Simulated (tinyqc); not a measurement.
Polycrystalline film, grain-boundary barriers (Seto model): course of the iteration: trapped charge.

One-dimensional grains of size Lg with donors N; each boundary has Qt acceptor-like traps per area at one level Et below the band edge. Trapped electrons qt deplete a width w = qt/N (both sides together) and raise a barrier Vb = q N w^2/(8 eps0 eps_r). Current crosses the barriers by thermionic emission at small bias. Abrupt depletion, full ionisation, Boltzmann statistics.

w = qt/N, Vb = q N w^2/(8 eps0 eps_r), out = Qt/(1 + 2 (Nc/N) exp((Vb - Et)/Vt)); qt(new) = out.

Stop when qt changes by less than 10000 cm^-2, or after 60 iterations.

Values chosen for this exercise; values close to those of polycrystalline silicon: temperature T = 250 K; relative permittivity of the semiconductor eps_r = 11.7; grain size Lg = 80 nm; trap density at a boundary Qt = 2.6e12 cm^-2; donor density N = 1.3e18 cm^-3; conduction-band density of states at T Nc = 2.13e19 cm^-3; trap level below the band edge Et = 0.42 eV.

Constants: q = 1.602176634e-19 C, kB = 1.380649e-23 J/K, Vt = kB T/q, eps0 = 8.8541878128e-14 F/cm where lengths are in cm. Results are converted to the units shown.

qt at the start = 2.4e12 cm^-2

Course of the iteration:

| iteration | qt (cm^-2) | \|change\| (cm^-2) |
|---|---|---|
| 1 | 2.59998e12 | 2.00e11 |
| 2 | 2.59997e12 | 1.54e7 |
| 3 | 2.59997e12 | 1710 |

Did this iteration meet its convergence test, and what does its course show?

Yes. Converged in 3 iterations. The change falls from 2.0e11 in the first iteration to below the tolerance in the last.

Computed by the program tinyqc: `OMP_NUM_THREADS=1 python tinyqc.py 2610102 2610103 out.jsonl`, one thread of a shared Intel Xeon 2.30GHz, about 0.01 s for the whole run.
